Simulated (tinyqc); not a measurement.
Energy and lattice constant: complex band structure along [001] in sp3s* tight binding.

For k = (0, 0, kz) the phase sums are g0 = cos(phi) and g3 = i sin(phi), phi = kz a/4, and the s, pz, s* orbitals of anion (a) and cation (c) decouple from px, py. With z = exp(i phi), H(z) = H0 + z T + T^T/z for any complex z. H0 is diagonal (Esa, Epa, Exa, Esc, Epc, Exc). The anion-cation block is B(z) = z U + W/z and the cation-anion block z W^T + U^T/z, where U has Vss/2 (s,s), Vsapc/2 (s,z), -Vscpa/2 (z,s), Vxx/2 (z,z), Vxapc/2 (s*,z), -Vpaxc/2 (z,s*), and W has the same values with the s-z and s*-z signs reversed. |z| = 1 is a band state, |z| < 1 decays along [001] as exp(-kappa d) over a distance d, kappa = -(4/a) ln|z|. No spin-orbit coupling.

Values chosen for the exercise (out of a larger set: near a published set for GaAs, fitted to gaps, whose masses and valley positions are rough (light masses up to twice too heavy); not measured data):
```
symbol  value                                                                                        unit      meaning
p       (-8.38, 1.045, -2.652, 3.658, 8.561, 6.698, -6.383, 1.956, 5.061, 4.465, 5.826, 4.88, 4.85)  eV        order Esa, Epa, Esc, Epc, Exa, Exc, Vss, Vxx, Vxy, Vsapc, Vscpa, Vxapc, Vpaxc
a       5.657                                                                                        angstrom  lattice constant
dE      0.36                                                                                         eV        E - Ev
```

The slowest root of the s-pz block and the heavy-hole branch, sinh^2(kappa a/4) = ((E - Epa)(E - Epc) - Vxx^2)/(Vxx^2 - Vxy^2), at E = Ev + dE with Ev the lower root of [[Epa, Vxx], [Vxx, Epc]]; the couplings are kept when a changes.

Results for these values:
```
case,slowest kappa (1/angstrom),heavy-hole kappa (1/angstrom)
base,0.0795,0.1872
```

What happens to each result for a = 5.827 angstrom, all else kept?

Answer: slowest kappa falls from 0.0795 to 0.0772; heavy-hole kappa falls from 0.1872 to 0.1818.

The same for each parameter in turn:
```
case,slowest kappa (1/angstrom),heavy-hole kappa (1/angstrom)
base,0.0795,0.1872
dE = 0.33 eV,0.0770,0.1801
a = 5.827 angstrom,0.0772,0.1818
```

With the couplings fixed, kappa a stays, so kappa scales as 1/a.

Run: tinyqc, `OMP_NUM_THREADS=1 python tinyqc.py 1482545 1482546 out.jsonl`; Intel(R) Xeon(R) Processor @ 2.30GHz, one thread, shared host; about 0.01 s of CPU time with all checks.
